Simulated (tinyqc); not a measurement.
Worked calculation: UHF in the 3-21g basis, for H2+, spin multiplicity 2. Computed by tinyqc, a small Python program that keeps every step (integrals from PySCF). Settings: charge = 1, multiplicity = 2, basis = 3-21g, energy threshold = 1e-08, iteration cap = 54, orthogonalisation = symmetric, start = core, DIIS depth = 3, DIIS from iteration = 2, method = UHF. Command: `OMP_NUM_THREADS=1 python tinyqc.py 22407 22408 out.jsonl` (the two numbers bound the seeds that draw the settings). One thread of a shared host (Intel(R) Xeon(R) Processor @ 2.60GHz), about 0.03 s of CPU time with the checks. Later iterations appear only in the table of the cycle.

## One-electron integrals

Geometry (angstrom):
```
atom         x         y         z
H     0.000000  0.000000  0.000000
H     0.000000  0.000000  1.427000
```

Basis 3-21g: exponents (1/bohr^2) and contraction coefficients of normalised primitives:
```
element  l (shell)  exponent  coefficient
H            s (1)  5.447178     0.156285
H            s (1)  0.824547     0.904691
H            s (2)  0.183192     1.000000
```

Overlap, kinetic and nuclear-attraction integrals over the contracted functions; the nuclear repulsion is the sum of Za Zb / Rab.

nuclear repulsion = 0.37083196 hartree

overlap S, order 1H 1s, 1H 2s, 2H 1s, 2H 2s:
$$\begin{pmatrix}
1.000000 & 0.645899 & 0.041691 & 0.215163 \\
0.645899 & 1.000000 & 0.215163 & 0.513722 \\
0.041691 & 0.215163 & 1.000000 & 0.645899 \\
0.215163 & 0.513722 & 0.645899 & 1.000000
\end{pmatrix}$$

kinetic energy T (hartree), order 1H 1s, 1H 2s, 2H 1s, 2H 2s:
$$\begin{pmatrix}
1.549405 & 0.293152 & -0.055000 & 0.026009 \\
0.293152 & 0.274788 & 0.026009 & 0.078481 \\
-0.055000 & 0.026009 & 1.549405 & 0.293152 \\
0.026009 & 0.078481 & 0.293152 & 0.274788
\end{pmatrix}$$

nuclear attraction V (hartree), order 1H 1s, 1H 2s, 2H 1s, 2H 2s:
$$\begin{pmatrix}
-2.091749 & -1.022153 & -0.061982 & -0.336609 \\
-1.022153 & -1.046057 & -0.336609 & -0.572715 \\
-0.061982 & -0.336609 & -2.091749 & -1.022153 \\
-0.336609 & -0.572715 & -1.022153 & -1.046057
\end{pmatrix}$$

core Hamiltonian H = T + V (hartree), order 1H 1s, 1H 2s, 2H 1s, 2H 2s:
$$\begin{pmatrix}
-0.542345 & -0.729002 & -0.116983 & -0.310600 \\
-0.729002 & -0.771269 & -0.310600 & -0.494234 \\
-0.116983 & -0.310600 & -0.542345 & -0.729002 \\
-0.310600 & -0.494234 & -0.729002 & -0.771269
\end{pmatrix}$$

## Two-electron integrals

Functions are numbered as in S; the eight-fold symmetry (ij|kl) = (ji|kl) = (kl|ij) leaves the list below.

Two-electron integrals (ij|kl) in chemists' order, unique and non-zero (hartree):
```
(11|11) 1.140145   (21|11) 0.611403   (21|21) 0.345152   (22|11) 0.626370
(22|21) 0.380329   (22|22) 0.482957   (31|11) 0.028813   (31|21) 0.017497
(31|22) 0.021760   (31|31) 0.001772   (32|11) 0.095781   (32|21) 0.061029
(32|22) 0.086895   (32|31) 0.006929   (32|32) 0.037907   (33|11) 0.370698
(33|21) 0.239029   (33|22) 0.358007   (33|31) 0.028813   (33|32) 0.192888
(33|33) 1.140145   (41|11) 0.192888   (41|21) 0.110229   (41|22) 0.124000
(41|31) 0.006929   (41|32) 0.024434   (41|33) 0.095781   (41|41) 0.037907
(42|11) 0.270492   (42|21) 0.167366   (42|22) 0.223110   (42|31) 0.013222
(42|32) 0.060677   (42|33) 0.270492   (42|41) 0.060677   (42|42) 0.127457
(43|11) 0.239029   (43|21) 0.153754   (43|22) 0.228287   (43|31) 0.017497
(43|32) 0.110229   (43|33) 0.611403   (43|41) 0.061029   (43|42) 0.167366
(43|43) 0.345152   (44|11) 0.358007   (44|21) 0.228287   (44|22) 0.332776
(44|31) 0.021760   (44|32) 0.124000   (44|33) 0.626370   (44|41) 0.086895
(44|42) 0.223110   (44|43) 0.380329   (44|44) 0.482957
```

## Orthogonalisation

S = U s U^T; symmetric (Loewdin) form X = U s^(-1/2) U^T, so that X^T S X = 1.

eigenvalues of S: [0.231135, 0.384884, 1.213452, 2.170528]

X, order 1H 1s, 1H 2s, 2H 1s, 2H 2s:
$$\begin{pmatrix}
1.240462 & -0.481986 & 0.028198 & 0.032020 \\
-0.481986 & 1.398770 & 0.032020 & -0.376780 \\
0.028198 & 0.032020 & 1.240462 & -0.481986 \\
0.032020 & -0.376780 & -0.481986 & 1.398770
\end{pmatrix}$$

## Starting guess

The start is the orbitals of the core Hamiltonian; D(s) = C_occ C_occ^T for each spin.

D(alpha) at the start, order 1H 1s, 1H 2s, 2H 1s, 2H 2s:
$$\begin{pmatrix}
0.076862 & 0.108707 & 0.076862 & 0.108707 \\
0.108707 & 0.153745 & 0.108707 & 0.153745 \\
0.076862 & 0.108707 & 0.076862 & 0.108707 \\
0.108707 & 0.153745 & 0.108707 & 0.153745
\end{pmatrix}$$

D(beta) at the start, order 1H 1s, 1H 2s, 2H 1s, 2H 2s:
$$\begin{pmatrix}
0.000000 & 0.000000 & 0.000000 & 0.000000 \\
0.000000 & 0.000000 & 0.000000 & 0.000000 \\
0.000000 & 0.000000 & 0.000000 & 0.000000 \\
0.000000 & 0.000000 & 0.000000 & 0.000000
\end{pmatrix}$$

## Iteration 1: building the Fock matrix

J_ij = sum D_kl (ij|kl) with D = D(alpha) + D(beta), K_ij = sum D_kl (ik|jl) for each spin; F = H + J - K(s); E = tr D H + tr D J / 2 - 0.5 sum_s tr D(s) K(s) + E_nn.

Coulomb J (hartree), order 1H 1s, 1H 2s, 2H 1s, 2H 2s:
$$\begin{pmatrix}
0.602728 & 0.358794 & 0.026080 & 0.125122 \\
0.358794 & 0.451198 & 0.125122 & 0.250569 \\
0.026080 & 0.125122 & 0.602728 & 0.358794 \\
0.125122 & 0.250569 & 0.358794 & 0.451198
\end{pmatrix}$$

exchange K(alpha) (hartree), order 1H 1s, 1H 2s, 2H 1s, 2H 2s:
$$\begin{pmatrix}
0.365161 & 0.328923 & 0.157322 & 0.230170 \\
0.328923 & 0.352437 & 0.230170 & 0.296175 \\
0.157322 & 0.230170 & 0.365161 & 0.328923 \\
0.230170 & 0.296175 & 0.328923 & 0.352437
\end{pmatrix}$$

exchange K(beta) (hartree), order 1H 1s, 1H 2s, 2H 1s, 2H 2s:
$$\begin{pmatrix}
0.000000 & 0.000000 & 0.000000 & 0.000000 \\
0.000000 & 0.000000 & 0.000000 & 0.000000 \\
0.000000 & 0.000000 & 0.000000 & 0.000000 \\
0.000000 & 0.000000 & 0.000000 & 0.000000
\end{pmatrix}$$

F(alpha) (hartree), order 1H 1s, 1H 2s, 2H 1s, 2H 2s:
$$\begin{pmatrix}
-0.304778 & -0.699131 & -0.248225 & -0.415648 \\
-0.699131 & -0.672508 & -0.415648 & -0.539840 \\
-0.248225 & -0.415648 & -0.304778 & -0.699131 \\
-0.415648 & -0.539840 & -0.699131 & -0.672508
\end{pmatrix}$$

F(beta) (hartree), order 1H 1s, 1H 2s, 2H 1s, 2H 2s:
$$\begin{pmatrix}
0.060383 & -0.370208 & -0.090903 & -0.185478 \\
-0.370208 & -0.320071 & -0.185478 & -0.243665 \\
-0.090903 & -0.185478 & 0.060383 & -0.370208 \\
-0.185478 & -0.243665 & -0.370208 & -0.320071
\end{pmatrix}$$

total energy of this density = -0.57169842 hartree

## Iteration 1: diagonalisation and new density

Diagonalise F' = X^T F X, C = X C', fill 1 alpha and 0 beta electrons from the bottom; D(s) = C_occ C_occ^T. Each column has its largest component positive (the first on a tie).

F' = X^T F X (alpha) (hartree):
$$\begin{pmatrix}
0.186177 & -0.663323 & -0.048945 & -0.134565 \\
-0.663323 & -0.134341 & -0.134565 & -0.218592 \\
-0.048945 & -0.134565 & 0.186177 & -0.663323 \\
-0.134565 & -0.218592 & -0.663323 & -0.134341
\end{pmatrix}$$

orbital energies (alpha) (hartree): MO1 -0.942530, MO2 -0.374425, MO3 0.693798, MO4 0.726830

coefficients C (alpha), order 1H 1s, 1H 2s, 2H 1s, 2H 2s:
$$\begin{pmatrix}
0.277240 & 0.287147 & -0.885687 & 0.910561 \\
0.392104 & 0.710234 & 1.097250 & -0.685362 \\
0.277240 & -0.287147 & 0.885687 & 0.910561 \\
0.392104 & -0.710234 & -1.097250 & -0.685362
\end{pmatrix}$$

F' = X^T F X (beta) (hartree):
$$\begin{pmatrix}
0.451763 & -0.513644 & 0.019407 & -0.042681 \\
-0.513644 & 0.026188 & -0.042681 & -0.110093 \\
0.019407 & -0.042681 & 0.451763 & -0.513644 \\
-0.042681 & -0.110093 & -0.513644 & 0.026188
\end{pmatrix}$$

orbital energies (beta) (hartree): MO1 -0.428078, MO2 -0.209363, MO3 0.777999, MO4 0.815344

coefficients C (beta), order 1H 1s, 1H 2s, 2H 1s, 2H 2s:
$$\begin{pmatrix}
0.201385 & 0.214162 & -0.906106 & 0.930284 \\
0.447161 & 0.797121 & 1.035851 & -0.650779 \\
0.201385 & -0.214162 & 0.906106 & 0.930284 \\
0.447161 & -0.797121 & -1.035851 & -0.650779
\end{pmatrix}$$

D(alpha) after iteration 1, order 1H 1s, 1H 2s, 2H 1s, 2H 2s:
$$\begin{pmatrix}
0.076862 & 0.108707 & 0.076862 & 0.108707 \\
0.108707 & 0.153745 & 0.108707 & 0.153745 \\
0.076862 & 0.108707 & 0.076862 & 0.108707 \\
0.108707 & 0.153745 & 0.108707 & 0.153745
\end{pmatrix}$$

D(beta) after iteration 1, order 1H 1s, 1H 2s, 2H 1s, 2H 2s:
$$\begin{pmatrix}
0.000000 & 0.000000 & 0.000000 & 0.000000 \\
0.000000 & 0.000000 & 0.000000 & 0.000000 \\
0.000000 & 0.000000 & 0.000000 & 0.000000 \\
0.000000 & 0.000000 & 0.000000 & 0.000000
\end{pmatrix}$$

## Iteration 2: building the Fock matrix

As before.

Coulomb J (hartree), order 1H 1s, 1H 2s, 2H 1s, 2H 2s:
$$\begin{pmatrix}
0.602728 & 0.358794 & 0.026080 & 0.125122 \\
0.358794 & 0.451198 & 0.125122 & 0.250569 \\
0.026080 & 0.125122 & 0.602728 & 0.358794 \\
0.125122 & 0.250569 & 0.358794 & 0.451198
\end{pmatrix}$$

exchange K(alpha) (hartree), order 1H 1s, 1H 2s, 2H 1s, 2H 2s:
$$\begin{pmatrix}
0.365161 & 0.328923 & 0.157322 & 0.230170 \\
0.328923 & 0.352437 & 0.230170 & 0.296175 \\
0.157322 & 0.230170 & 0.365161 & 0.328923 \\
0.230170 & 0.296175 & 0.328923 & 0.352437
\end{pmatrix}$$

exchange K(beta) (hartree), order 1H 1s, 1H 2s, 2H 1s, 2H 2s:
$$\begin{pmatrix}
0.000000 & 0.000000 & 0.000000 & 0.000000 \\
0.000000 & 0.000000 & 0.000000 & 0.000000 \\
0.000000 & 0.000000 & 0.000000 & 0.000000 \\
0.000000 & 0.000000 & 0.000000 & 0.000000
\end{pmatrix}$$

F(alpha) (hartree), order 1H 1s, 1H 2s, 2H 1s, 2H 2s:
$$\begin{pmatrix}
-0.304778 & -0.699131 & -0.248225 & -0.415648 \\
-0.699131 & -0.672508 & -0.415648 & -0.539840 \\
-0.248225 & -0.415648 & -0.304778 & -0.699131 \\
-0.415648 & -0.539840 & -0.699131 & -0.672508
\end{pmatrix}$$

F(beta) (hartree), order 1H 1s, 1H 2s, 2H 1s, 2H 2s:
$$\begin{pmatrix}
0.060383 & -0.370208 & -0.090903 & -0.185478 \\
-0.370208 & -0.320071 & -0.185478 & -0.243665 \\
-0.090903 & -0.185478 & 0.060383 & -0.370208 \\
-0.185478 & -0.243665 & -0.370208 & -0.320071
\end{pmatrix}$$

total energy of this density = -0.57169842 hartree

## Iteration 2 (converged): orbitals

As before.

F' = X^T F X (alpha) (hartree):
$$\begin{pmatrix}
0.186177 & -0.663323 & -0.048945 & -0.134565 \\
-0.663323 & -0.134341 & -0.134565 & -0.218592 \\
-0.048945 & -0.134565 & 0.186177 & -0.663323 \\
-0.134565 & -0.218592 & -0.663323 & -0.134341
\end{pmatrix}$$

orbital energies (alpha) (hartree): MO1 -0.942530, MO2 -0.374425, MO3 0.693798, MO4 0.726830

coefficients C (alpha), order 1H 1s, 1H 2s, 2H 1s, 2H 2s:
$$\begin{pmatrix}
0.277240 & 0.287147 & -0.885687 & 0.910561 \\
0.392104 & 0.710234 & 1.097250 & -0.685362 \\
0.277240 & -0.287147 & 0.885687 & 0.910561 \\
0.392104 & -0.710234 & -1.097250 & -0.685362
\end{pmatrix}$$

F' = X^T F X (beta) (hartree):
$$\begin{pmatrix}
0.451763 & -0.513644 & 0.019407 & -0.042681 \\
-0.513644 & 0.026188 & -0.042681 & -0.110093 \\
0.019407 & -0.042681 & 0.451763 & -0.513644 \\
-0.042681 & -0.110093 & -0.513644 & 0.026188
\end{pmatrix}$$

orbital energies (beta) (hartree): MO1 -0.428078, MO2 -0.209363, MO3 0.777999, MO4 0.815344

coefficients C (beta), order 1H 1s, 1H 2s, 2H 1s, 2H 2s:
$$\begin{pmatrix}
0.201385 & 0.214162 & -0.906106 & 0.930284 \\
0.447161 & 0.797121 & 1.035851 & -0.650779 \\
0.201385 & -0.214162 & 0.906106 & 0.930284 \\
0.447161 & -0.797121 & -1.035851 & -0.650779
\end{pmatrix}$$

D(alpha) after iteration 2, order 1H 1s, 1H 2s, 2H 1s, 2H 2s:
$$\begin{pmatrix}
0.076862 & 0.108707 & 0.076862 & 0.108707 \\
0.108707 & 0.153745 & 0.108707 & 0.153745 \\
0.076862 & 0.108707 & 0.076862 & 0.108707 \\
0.108707 & 0.153745 & 0.108707 & 0.153745
\end{pmatrix}$$

D(beta) after iteration 2, order 1H 1s, 1H 2s, 2H 1s, 2H 2s:
$$\begin{pmatrix}
0.000000 & 0.000000 & 0.000000 & 0.000000 \\
0.000000 & 0.000000 & 0.000000 & 0.000000 \\
0.000000 & 0.000000 & 0.000000 & 0.000000 \\
0.000000 & 0.000000 & 0.000000 & 0.000000
\end{pmatrix}$$

## Convergence

Stop when the energy changes by less than 1e-08 hartree and every element of the error matrix X^T (F D S - S D F) X (for each spin) is below 3e-05.

Course of the cycle:
```
iteration  E (hartree)    change  largest element of the error matrix
1          -0.57169842         -                             5.62e-16
2          -0.57169842  8.88e-16                             8.53e-16
```

PySCF UHF in the same basis, after a stability check = -0.57169842 hartree

Converged in 2 iterations.

## Populations, bond orders and dipole

Mulliken: Z minus the diagonal of D S on the atom; Loewdin: the same with S^(1/2) D S^(1/2); Mayer order: 2 sum_s sum (D(s) S)_ij (D(s) S)_ji over the two atoms.

Charges (e):
```
atom  Mulliken   Loewdin  Mulliken spin
1H    0.500000  0.500000       0.500000
2H    0.500000  0.500000       0.500000
```

Mayer bond orders:
```
pair     order
2-1   0.500000
```

dipole moment about the origin, x y z (debye): [0.000000, 0.000000, 3.427087]

<S^2> of the determinant (pure state: 0.75) = 0.750000
